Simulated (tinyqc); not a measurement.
Phonon and roughness prefactors from two fields.

Question. At 300 K and high field 1/mu = E^(1/3)/Ap + E^gs/As, E in MV/cm. Find Ap and As.

Inputs (values chosen for the exercise):
```
symbol  value  unit                         meaning
gs          1        exponent of the roughness term
```

mu at E = 0.51 and 1.03 MV/cm (cm^2/(V s)): [145.24705, 103.27256]

Answer. Two linear equations in 1/Ap and 1/As.

Ap = 143.0 cm^2/(V s)
As = 393.0 cm^2/(V s)

tinyqc, about 0.01 s, one thread, Intel Xeon 2.30GHz (shared host): `OMP_NUM_THREADS=1 python tinyqc.py 2510159 2510160 out.jsonl`
